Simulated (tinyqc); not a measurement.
# A clean chain and dephasing by Buettiker voltage probes: effects of single changes

Sites 1 to 3 form a chain with hopping -t. Lead L joins site 1 and lead R site 3, both semi-infinite chains with hopping -t and site energy 0. Every site carries a probe with self-energy -i Gamma_p/2 that draws no net current. Linear response at zero temperature: mu_L = 1, mu_R = 0 in units of the bias.

Values chosen for this exercise: hopping (matrix element -t) t = 1.8 eV; site energies 1 to N U = [0, 0, 0] eV; Fermi energy E = -2.6 eV; probe broadening Gamma_p gp = 0.86 eV.

Constants: q = 1.602176634e-19 C, h = 6.62607015e-34 J s. Results are converted to the units shown.

Each table varies one quantity; the others keep the values above.

## Resistance against length

Sigma = t^2 g(E), g(x) = (x - i sqrt(4 t^2 - x^2))/(2 t^2) for |x| < 2 t and (x - sign(x) sqrt(x^2 - 4 t^2))/(2 t^2) otherwise; Gamma = -2 Im Sigma; G = (E - H - Sigma_L - Sigma_R + i Gamma_p/2)^(-1). With Gamma the broadening by one lead, T_RL = Gamma^2 |G_(last,1)|^2, T_pL = Gamma Gamma_p |G_(p,1)|^2, T_pR = Gamma Gamma_p |G_(p,last)|^2, T_pq = Gamma_p^2 |G_(p,q)|^2 for p != q. No current into probe p: W mu = T_pL with W_pp = T_pL + T_pR + sum_q T_pq and W_pq = -T_pq. Then T_eff = T_RL + sum_p T_pR mu_p, and the resistance is (h/2q^2)/T_eff. Without probes means Gamma_p = 0. The list U is repeated k times, each site with its probe.

The same in every row: T without probes = 1.0000.

Resistance against length:
```
k   sites    T_eff  resistance (kohm)
1       3  0.65285             19.769
2       6  0.48557             26.580
3       9  0.38465             33.554
4      12  0.31922             40.432
6      18  0.23832             54.156
8      24  0.19006             67.908
12     36  0.13528             95.404
16     48  0.10502             122.90
```

The resistance rises from 19.8 to 123 kohm, by 2.29 kohm a site between k = 8 and 12 and 2.29 between 12 and 16: Ohm's law, R = R0 + rho N with the extrapolated intercept R0 = 12.9 kohm (h/2q^2 = 12.91 kohm) and a back-scattering length (h/2q^2)/rho of 5.63 sites.

## Coherent and dephased transmission against energy

With Gamma the broadening by one lead, T_RL = Gamma^2 |G_(3,1)|^2, T_pL = Gamma Gamma_p |G_(p,1)|^2, T_pR = Gamma Gamma_p |G_(p,3)|^2, T_pq = Gamma_p^2 |G_(p,q)|^2 for p != q.

The same in every row: T without probes = 1.000.

Coherent and dephased transmission against energy:
```
E (eV)   T_eff
-3.24   0.5534
-2.7    0.6433
-2.16   0.6847
-1.62   0.7095
-1.08   0.7247
-0.54   0.7329
0       0.7355
0.54    0.7329
1.08    0.7247
1.62    0.7095
2.16    0.6847
2.7     0.6433
3.24    0.5534
```

What does the table show?

Without probes T is 1.00 in every row, with them between 0.553 and 0.736. The probes lower it in 13 rows and raise it in 0.

## Effect of the dephasing strength

Same model as above.

Results:
```
gp (eV)     T_RL  through probes   T_eff  resistance (kohm)
0.025     0.9704         0.01480  0.9852              13.10
0.11      0.8764         0.06138  0.9378              13.76
0.24      0.7514          0.1220  0.8733              14.78
0.52      0.5438          0.2154  0.7592              17.00
1.1       0.2901          0.3027  0.5928              21.77
2.4      0.08566          0.3031  0.3888              33.20
5.2      0.01127          0.2022  0.2135              60.46
```

Estimate the missing row, gp = 0.053 eV.

Computed row:
```
gp (eV)    T_RL  through probes   T_eff  resistance (kohm)
0.053    0.9383         0.03078  0.9691              13.32
```

With this row back in the table: Without probes the transmission is 1.00. T_eff falls from 0.985 to 0.213; the direct part falls from 0.970 to 0.0113 and the part through probes goes from 0.0148 through a maximum of 0.303 (at gp = 2.4 eV among the rows listed) to 0.202. At this energy dephasing lowers T_eff from the start: the probes give back less than the direct part loses.

Program tinyqc, `OMP_NUM_THREADS=1 python tinyqc.py 2700122 2700123 out.jsonl`; Intel Xeon 2.30GHz, shared host, one thread, about 0.01 s.
